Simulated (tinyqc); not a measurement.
# Stability and critical current from long pulses

Question. For long pulses a magnetic tunnel junction switches at I = Ic0 [1 - ln(tp/t0)/Delta]. Find Ic0 and Delta.

Parameters, values chosen for the exercise: attempt time t0 = 1 ns.

switching current for pulses of 0.0001 and 0.01 s (uA): [37.109568, 32.630984]

Solution. I is linear in ln tp: it equals Ic0 at tp = t0, and the slope is -Ic0/Delta.

Ic0 = 48.31 uA
Delta = 49.67

tinyqc, about 0.01 s, one thread, Intel Xeon 2.30GHz (shared host): `OMP_NUM_THREADS=1 python tinyqc.py 2450013 2450014 out.jsonl`
